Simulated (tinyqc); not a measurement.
Worked calculation: thermal displacements in the Debye model: Debye-Waller factors, bond-length spread and the Lindemann rule. Computed by tinyqc, a small Python program that keeps every step. Command: `OMP_NUM_THREADS=1 python tinyqc.py 3001066 3001067 out.jsonl debyewaller walk`. One thread of a shared host (Intel(R) Xeon(R) Processor @ 2.30GHz), about 0.01 s of CPU time with the checks. Intermediate numbers are printed to about 6 digits and carried at full precision; extremes and crossings named in words are read from the listed rows.

A Debye spectrum with three branches of one velocity, cut at k_B Theta; 8 atoms per cube, nearest neighbours at d = 0.433013 a.

Inputs (values chosen for the exercise, modelled on silicon):
```
quantity,value,unit
atomic mass M,28.09,u
Debye temperature Theta,501,K
lattice constant a,5.431,angstrom
temperature T,600,K
Lindemann ratio x_L,0.13,-
gamma-ray energy E,35.5,keV
photoelectron wave number k,12,1/angstrom
```

Structure: diamond.

reflection (h k l): [3, 3, 1]

Constants: hbar^2/u = 4.18015928e-03 eV angstrom^2; k_B = 8.617333262e-05 eV/K; e = 1.602176634e-19 C; u = 1.6605390666e-27 kg; c = 299792458 m/s; hbar = 6.582119569e-16 eV s.

## Mean-square displacement

<u_x^2> = (3 hbar^2/(2 M k_B Theta)) int_0^1 s coth(s Theta/(2T)) ds (64 Gauss-Legendre points); it tends to 3 hbar^2/(4 M k_B Theta) at T = 0 and to 3 hbar^2 T/(M k_B Theta^2) at high T. B = 8 pi^2 <u_x^2>.

<u_x^2> = 0.0126223 angstrom^2

zero-point value = 0.00258519 angstrom^2

classical value = 0.0123841 angstrom^2

B factor = 0.996618 angstrom^2

The zero-point value is 20.5 % and the classical value 98.1 % of the full result; the two are limits, not parts that add.

## Loss of Bragg intensity

G = 2 pi sqrt(h^2 + k^2 + l^2)/a; the intensity is multiplied by exp(-2W), 2W = G^2 <u_x^2>; the loss goes into thermal diffuse scattering.

|G| = 5.04286 1/angstrom

2W = 0.320991

intensity factor exp(-2W) = 0.725430

## Recoil-free fraction

A nucleus of this mass is supposed to emit a gamma ray of the energy chosen: recoil energy E_R = E^2/(2 M c^2), wave number k_g = E/(hbar c), recoil-free fraction f = exp(-k_g^2 <u_x^2>).

recoil energy = 24.0821 meV

k_g = 17.9904 1/angstrom

recoil-free fraction f = 0.0168183

E_R is 0.56 k_B Theta.

## Spread of the bond length

Correlated Debye model: sigma^2 = (3 hbar^2/(M k_B Theta)) int_0^1 s coth(s Theta/(2T)) [1 - sin(s q_D R)/(s q_D R)] ds for two atoms at distance R, q_D = (6 pi^2 n)^(1/3), n atoms per volume; uncorrelated motion would give 2 <u_x^2>. An EXAFS amplitude is damped by exp(-2 k^2 sigma^2).

sigma^2 of the nearest bond = 0.0116030 angstrom^2

correlation 1 - sigma^2/(2 <u_x^2>) = 0.540379

EXAFS damping = 0.0353785

Neighbours move partly together, which removes 54 % of the uncorrelated spread. Caution: in covalent crystals the stiff bond makes the true nearest-neighbour sigma^2 smaller than this model gives.

## Lindemann melting temperature

Melting is placed where sqrt(3 <u_x^2>) = x_L d; the classical form gives T_m = M k_B Theta^2 (x_L d)^2/(9 hbar^2).

Lindemann T_m = 1504.80 K

classical T_m = 1509.43 K

ratio sqrt(3 <u_x^2>)/d at T = 0.0827465

The rule is empirical: x_L is fitted within a family of like crystals, and T_m goes as its square.

## Displacements against temperature

The correlation is 1 - sigma^2/(2 <u_x^2>); exp(-2W) uses 2W = G^2 <u_x^2>.

Displacements (angstrom^2):
```
T (K),<u_x^2>,classical,sigma^2 at d,sigma^2 at 2d,exp(-2W)
15,0.00260043,3.09603e-04,0.00338026,0.00514677,0.936009
50,0.00275456,0.00103201,0.00340282,0.00521724,0.932348
100,0.00324630,0.00206402,0.00362732,0.00573661,0.920761
180,0.00445989,0.00371524,0.00449551,0.00742065,0.892778
280,0.00627761,0.00577926,0.00600158,0.0101531,0.852449
400,0.00861036,0.00825608,0.00803225,0.0137507,0.803350
600,0.0126223,0.0123841,0.0116030,0.0200078,0.725430
900,0.0187356,0.0185762,0.0171033,0.0295945,0.620981
1100,0.0228348,0.0227042,0.0208062,0.0360355,0.559508
```

The classical line is within 5 % from T = 400 K (T/Theta = 0.80) on. The correlation of nearest neighbours grows from 0.35 to 0.54, since thermal motion weights long waves, which move neighbours together, more than zero-point motion does; at 2d it ends at 0.21. The reflection keeps 94 % of its intensity at the lowest T and 56 % at the highest.

Checks made by the program: high-temperature series <u^2> = classical x (1 + (Theta/T)^2/36) at T = 5 Theta (relative difference 4e-07).
